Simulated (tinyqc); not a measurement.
# Both saturation currents from two open-circuit voltages

Inverse problem. Without shunt, at open circuit JL = J01 (exp(Voc/Vt) - 1) + J02 (exp(Voc/(2 Vt)) - 1). Find J01, J02 and the mean ideality (Voc2 - Voc1)/(Vt ln(JL2/JL1)).

Inputs (values chosen for the exercise): temperature T = 273 K.

Constants: q = 1.602176634e-19 C, kB = 1.380649e-23 J/K, Vt = kB T/q. Results are converted to the units shown.

photocurrents (mA/cm^2): 32.8  3.28
Voc (V): 0.70836974  0.62367766

Answer. The relation is linear in J01 and J02, so two light levels give two equations; series resistance plays no part at open circuit.

J01 = 1.30e-15 A/cm^2
J02 = 5.00e-9 A/cm^2
mean ideality = 1.56

tinyqc, about 0.01 s, one thread, Intel Xeon 2.30GHz (shared host): `OMP_NUM_THREADS=1 python tinyqc.py 2280103 2280104 out.jsonl`
